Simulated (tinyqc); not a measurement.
Elastic strain and critical thickness of a cubic alloy layer A(1-x)B(x) on a thick substrate: one step, computed by the program tinyqc.

Strain is positive in tension. The layer is coherent with the substrate unless said otherwise.

Question. Biaxial strain, stress and energy. (001): D = 2 C12/C11, M = C11 + C12 - 2 C12^2/C11. The free surface carries no normal stress, so e_perp = -D f; dV/V = 2 f + e_perp; stress = M f; energy per area = M f^2 h (1 GPa nm = 1 J/m^2).

Inputs (values chosen for the exercise, for a model alloy): layer thickness h = 56 nm.

Growth plane: (001).

elastic constants (GPa): C11 91.465, C12 51.725, C44 41.680

misfit f = -0.01651715

Give: ratio D; normal strain e_perp; volume strain dV/V; biaxial modulus M; in-plane stress; strain energy per area.

Answer.

ratio D = 1.131

normal strain e_perp = 0.01868

volume strain dV/V = -0.01435

biaxial modulus M = 84.69 GPa

in-plane stress = -1.399 GPa

strain energy per area = 1.294 J/m^2
